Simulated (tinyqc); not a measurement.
Diffused layer (Gaussian), carriers, mobility and sheet resistance: one step of the calculation.

A p-type layer from the surface x = 0 to the junction xj, N(x) = N0 exp(-(x/Ld)^2). Local neutrality (no depletion at surface or junction, no spilling of carriers), intrinsic carriers neglected, full ionisation of active dopants.

Problem. Junction depth and local values. xj = Ld sqrt(ln(N0/Nb)); 12 equal steps from 0 to xj. Active dopant A = min(N, Ns); p = A - Nb; mobility mu = m1 + (m2 (T/300 K)^(-bt) - m1)/(1 + ((A + Nb)/Nr)^am).

Parameters, values chosen for the exercise; values close to those of boron in silicon over an n-type background:

| symbol | value | unit | meaning |
|---|---|---|---|
| T | 400 | K | temperature |
| Nb | 2.6e17 | cm^-3 | background doping of the opposite type |
| N0 | 6.3e19 | cm^-3 | peak chemical concentration |
| m1 | 44 | cm^2/(V s) | mobility limit at high doping |
| m2 | 487 | cm^2/(V s) | mobility limit at low doping, at 300 K |
| Nr | 2.2e17 | cm^-3 | reference doping of the mobility law |
| am | 0.71 |  | exponent of the mobility law |
| bt | 2.5 |  | temperature exponent of m2 |
| Ns | 2.07e20 | cm^-3 | solubility limit of active dopant |
| Ld | 48 | nm | diffusion length 2 sqrt(D t) |

Give: xj; x; N; A; p; mu.

Solution.

xj = 112.47 nm

```
point	x (nm)	N (cm^-3)	A (cm^-3)	p (1e19 cm^-3)	mu (cm^2/(V s))
0	0.00	6.3000e19	6.3000e19	6.2740	47.409
1	9.37	6.0643e19	6.0643e19	6.0383	47.501
2	18.74	5.4089e19	5.4089e19	5.3829	47.790
3	28.12	4.4701e19	4.4701e19	4.4441	48.324
4	37.49	3.4230e19	3.4230e19	3.3970	49.195
5	46.86	2.4288e19	2.4288e19	2.4028	50.566
6	56.23	1.5968e19	1.5968e19	1.5708	52.708
7	65.61	9.7273e18	9.7273e18	0.9467	56.067
8	74.98	5.4906e18	5.4906e18	0.5231	61.338
9	84.35	2.8717e18	2.8717e18	0.2612	69.460
10	93.72	1.3916e18	1.3916e18	0.1132	81.275
11	103.10	6.2490e17	6.2490e17	0.0365	96.419
12	112.47	2.6000e17	2.6000e17	0.0000	112.00
```

The mobility runs from 47.4 to 112 cm^2/(V s).

Numbers from tinyqc (`OMP_NUM_THREADS=1 python tinyqc.py 2110002 2110003 out.jsonl`; about 0.01 s on one thread of a shared Intel Xeon 2.30GHz).
